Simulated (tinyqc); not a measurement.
From one set of inputs to another, one input at a time: Heisenberg magnet: exchange from energy differences, ordering vector, linear spin waves and ordering temperature. Computed by tinyqc, a small Python program. Command: `OMP_NUM_THREADS=1 python tinyqc.py 3007764 3007765 out.jsonl magnon ladder`. One thread of a shared host (Intel(R) Xeon(R) Processor @ 2.30GHz), about 0.4 s of CPU time with the checks.

H = -sum over pairs <ij> J_ij S_i.S_j - K sum_i (S_i^z)^2, each pair once, J > 0 ferromagnetic. First neighbours: 6 at a (1, 0, 0), second: 12 at a (1, 1, 0), with all permutations and signs.

The inputs printed are set A. Inputs not listed in the table keep their values of set A, so the rows need not describe a real material.

Inputs (values chosen for the exercise, for a model magnet): exchange J1 = 19.3 meV; exchange J2 = -1.6 meV; spin S = 0.5; single-ion anisotropy K = 0.1 meV; lattice constant a = 4.56 angstrom; mesh divisions n = 20.

Lattice: simple cubic. Order: ferromagnetic.

wave vector q (2 pi/a): [0.13, 0.36, 0.19]

Constants: h x 1 THz = 4.135667696 meV; k_B = 8.617333262e-05 eV/K.

Method:
- J(q) = J1 g1(q) + J2 g2(q), g_s(q) = sum over shell s of cos(q.R).
- g_s(q) = sum over shell s of cos(q.R), z1 = g1(0). E(q) = S [J(0) - J(q)] + (2S - 1) K, J(q) = J1 g1 + J2 g2. The factor 2S - 1 removes the anisotropy for S = 1/2.
- sum R_x^2 over the shells is s1 = 2 a^2 and s2 = 8 a^2. E = gap + D q^2 with D = (S/2)(J1 s1 + J2 s2) and gap = (2S - 1) K.
- Mesh: q = sum_i (m_i + 1/2)/n b_i, m_i = 0..n-1, b = [[1, 0, 0], [0, 1, 0], [0, 0, 1]] in 2 pi/a; <..> is the mean over the mesh.
- K left out. Mean field: k_B T = S (S + 1) J(Q)/3 at the ordering vector Q; random-phase (Tyablikov): k_B T = [S (S + 1)/3] / <1/(J(Q) - J(q))>; Curie-Weiss theta = S (S + 1) J(0)/(3 k_B).

Each row keeps all changes above it:
```
input moved                    from    to  E(q) (meV)  stiffness D (meV angstrom^2)  random-phase ordering temperature (K)
set A                             -     -       38.94                         134.1                                  170.1
lattice constant a (angstrom)  4.56  4.51       38.94                         131.2                                  170.1
single-ion anisotropy K (meV)   0.1  0.79       38.94                         131.2                                  170.1
exchange J1 (meV)              19.3  9.59       13.85                          32.4                                   52.6
```

Which inputs carry the difference?

E(q) goes from 38.9 to 13.8, a factor 0.356 in all. The largest single move comes from exchange J1 (a factor 0.356). Stiffness D goes from 134 to 32.4, a factor 0.242 in all. The largest single move comes from exchange J1 (a factor 0.247). Random-phase ordering temperature goes from 170 to 52.6, a factor 0.309 in all. The largest single move comes from exchange J1 (a factor 0.309). The single moves hold for this order of the switches; the total does not depend on the order.

Extremes, crossings and ranges named in words are read from the listed rows.
